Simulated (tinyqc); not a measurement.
From results back to parameters: polytypes by hexagonality, and a cubic inclusion as a quantum well. Three cases, with inputs chosen for the exercise.

Problem. A square well of depth V with masses m_w inside and m_b outside (first and second entry of m) binds its lowest level at the given depth below the barrier: k tan(k L/2) = (m_w/m_b) q, k = sqrt(m_w E/c), q = sqrt(m_b (V - E)/c), c = hbar^2/2m0. How many double layers wide is it?

Constants: hbar^2/2m0 = 3.80998211 eV angstrom^2.

Find: k; q; L; N.

Method. L = (2/k) arctan((m_w/m_b) q/k), and N = L/d.

Case 1.

Values chosen (out of a larger set: of the order of those of GaN; not measured data): m = (0.193, 0.206) m0 (electron mass along c in the cubic layer and in the host); d = 2.593 angstrom (thickness of a double layer).

V = 0.30100 eV
depth V - E = 0.02871 eV

Solution.

k = 0.1174 1/angstrom
q = 0.0394 1/angstrom
L = 5.19 angstrom
N = 2.0

Case 2.

Values chosen (out of a larger set: of the order of those of SiC; not measured data): m = (0.325, 0.351) m0 (electron mass along c in the cubic layer and in the host); d = 2.518 angstrom (thickness of a double layer).

V = 0.93200 eV
depth V - E = 0.57251 eV

Solution.

k = 0.1751 1/angstrom
q = 0.2297 1/angstrom
L = 10.07 angstrom
N = 4.0

Case 3.

Values chosen (out of a larger set: of the order of those of InP; not measured data): m = (0.076, 0.084) m0 (electron mass along c in the cubic layer and in the host); d = 3.393 angstrom (thickness of a double layer).

V = 0.11300 eV
depth V - E = 0.02171 eV

Solution.

k = 0.0427 1/angstrom
q = 0.0219 1/angstrom
L = 20.36 angstrom
N = 6.0

Computed by tinyqc, one run a case: `OMP_NUM_THREADS=1 python tinyqc.py N N+1 out.jsonl` with N = 1851191, 1851206, 1851247; one thread of a shared Intel(R) Xeon(R) Processor @ 2.30GHz, about 0.08 s a run at most.
